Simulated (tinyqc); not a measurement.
Changing the reverse bias V_r: trap-assisted generation and recombination current of an abrupt junction. Computed by tinyqc, a small Python program. Command: `OMP_NUM_THREADS=1 python tinyqc.py 3009972 3009973 out.jsonl junctionleak sweep`. One thread of a shared host (Intel(R) Xeon(R) Processor @ 2.30GHz), about 0.03 s of CPU time with the checks.

Depletion approximation, flat quasi-Fermi levels across the depleted layer, long neutral regions with minority lifetimes tau_n and tau_p, full ionisation and Boltzmann statistics. Voltages in exponents stand for e V.

Inputs (values chosen for the exercise, with bands and screening modelled on GaAs):
```
quantity,value,unit
gap E_g,1.4,eV
electron mass m_e,0.067,m_0
valleys M_c,1,-
hole mass m_h,0.539,m_0
dielectric constant eps,13,-
acceptor density N_A,2.2e+15,cm^-3
donor density N_D,2.2e+17,cm^-3
capture time tau_n,4.5e-06,s
capture time tau_p,7.6e-05,s
trap level E_t - E_i,0,eV
electron diffusion coefficient D_n,16,cm^2/s
hole diffusion coefficient D_p,7.7,cm^2/s
temperature T,350,K
tunnelling mass m_t,0.16,m_0
```

Field enhancement: Hurkx tunnelling factor.

Constants: k_B = 8.617333262e-05 eV/K; m_0 = 9.1093837015e-31 kg; k_B = 1.380649e-23 J/K; h = 6.62607015e-34 J s; e = 1.602176634e-19 C; eps_0 = 8.8541878128e-12 F/m; hbar = 1.054571817e-34 J s.

Method:
- N_c = 2 M_c (2 pi m_e k_B T/h^2)^(3/2) and N_v = 2 (2 pi m_h k_B T/h^2)^(3/2), masses in units of m_0.
- n_i = sqrt(N_c N_v) exp(-E_g/2 k_B T); V_bi = (k_B T/e) ln(N_A N_D/n_i^2); diffusion saturation current J_d0 = e n_i^2 [sqrt(D_n/tau_n)/N_A + sqrt(D_p/tau_p)/N_D].
- W = sqrt(2 eps eps_0 (V_bi - V)(1/N_A + 1/N_D)/e), x_p = W N_D/(N_A + N_D), x_n = W - x_p, peak field F_m = 2 (V_bi - V)/W; reverse bias means V = -V_r.
- Both capture times are divided by 1 + Gamma, Gamma = 2 sqrt(3 pi) (F/F_G) exp((F/F_G)^2), F_G = sqrt(24 m_t (k_B T)^3)/(e hbar) (the low-field Hurkx form), F being the local field, linear in x from 0 at the edges to F_m.
- Potential from the p edge: phi = (V_bi - V) x^2/(x_p W) on the p side and (V_bi - V)[1 - (W - x)^2/(x_n W)] on the n side; p = N_A exp(-phi/k_B T), n = n_i^2 exp(V/k_B T)/p; U = (n p - n_i^2)/[tau_p (n + n_i exp(dE/k_B T)) + tau_n (p + n_i exp(-dE/k_B T))], dE = E_t - E_i, n1 = n_i exp(dE/k_B T), p1 = n_i exp(-dE/k_B T); J_t = e int U dx by the trapezoid rule on 400 intervals on each side.
- Generation lifetime tau_g = tau_p exp(dE/k_B T) + tau_n exp(-dE/k_B T); textbook estimate e n_i W/tau_g; generation current J_g = -J_t; total = J_g + J_d0 (1 - exp(-V_r/k_B T)).

One run for each value:
```
reverse bias V_r (V),generation current (A/cm^2),W (nm),peak field F_m (V/cm),estimate e n_i W/tau_g (A/cm^2),total reverse current (A/cm^2)
0.10,5.9099e-12,894.0,2.7106e+04,3.8810e-11,5.9162e-12
0.20,9.0247e-12,930.2,2.8203e+04,4.0380e-11,9.0312e-12
0.40,1.4441e-11,998.6,3.0276e+04,4.3349e-11,1.4448e-11
0.79,2.3857e-11,1120.0,3.3958e+04,4.8621e-11,2.3864e-11
1.60,4.0745e-11,1337.4,4.0550e+04,5.8059e-11,4.0752e-11
3.20,6.9043e-11,1686.5,5.1133e+04,7.3211e-11,6.9050e-11
6.30,1.1582e-10,2211.1,6.7040e+04,9.5987e-11,1.1582e-10
13.00,2.0349e-10,3051.0,9.2505e+04,1.3245e-10,2.0350e-10
25.00,3.4559e-10,4150.2,1.2583e+05,1.8017e-10,3.4560e-10
```

What does the table show, and why?

Over the rows, generation current (A/cm^2) rises from 5.91e-12 to 3.46e-10 (exponent d ln y / d ln x 0.61 between the first rows and 0.81 between the last); W (nm) rises from 894 to 4150 (exponent d ln y / d ln x 0.057 between the first rows and 0.47 between the last); peak field F_m (V/cm) rises from 27100 to 126000 (exponent d ln y / d ln x 0.057 between the first rows and 0.47 between the last). At the high end the exponent of W is 0.47, close to 0.50: W goes as sqrt(V_bi + V_r). The generation current passes e n_i W/tau_g where the field enhancement 1 + Gamma outweighs the dead zones at the edges.

Caution (all rows): one side is doped near or above its effective density of states, so Boltzmann statistics understate V_bi.

Extremes, crossings and ranges named in words are read from the listed rows.
